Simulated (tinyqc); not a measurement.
From threshold to a deep level: trap in a gate oxide as a short-range spherical well.

A spherical well of radius R and depth V0 below the conduction edge, one mass m, c = hbar^2/2m0. The s level at binding Et solves k cot(k R) = -kappa with k = sqrt(m (V0 - Et)/c), kappa = sqrt(m Et/c); it exists for V0 > Vc = c (pi/2R)^2/m. Outside, psi falls as exp(-kappa r)/r.

Constants: hbar^2/2m0 = 3.80998211 eV angstrom^2.

Inputs chosen for the exercise (out of a larger set: near those of SiO2 on Si; not measured data): R = 2.7 angstrom (radius of the well); m = 0.472 m0 (mass); fV = (1.04, 1.1, 1.24, 1.71, 2.3, 3.67, 5.51) (V0/Vc).

Et against the depth at fixed R; near threshold Et = (pi^2/16)(V0 - Vc)^2/Vc.

Results:
```
V0/Vc,V0 (eV),Et (eV),threshold form (eV),1/kappa (angstrom),share outside
1.04,2.841,0.002620,0.002696,55.5,0.953
1.10,3.005,0.01571,0.01685,22.7,0.889
1.24,3.388,0.08270,0.09707,9.9,0.766
1.71,4.672,0.5648,0.8496,3.8,0.513
2.30,6.284,1.493,2.848,2.3,0.353
3.67,10.027,4.264,12.01,1.4,0.194
5.51,15.054,8.547,34.28,1.0,0.114
```

The threshold form holds to 10 % up to V0/Vc = 1.10 of those listed. There the state is mostly outside the well (95 % in the first row) and knows only Et, which is why a delta-well model works; more than half is inside from V0/Vc = 2.30 on. A second s level would need V0/Vc > 9.

Computed by tinyqc, a small Python program: `OMP_NUM_THREADS=1 python tinyqc.py 1251090 1251091 out.jsonl` (the numbers bound the seed that draws the inputs); one thread of a shared host (Intel(R) Xeon(R) Processor @ 2.30GHz), about 0.01 s for the whole set of steps.
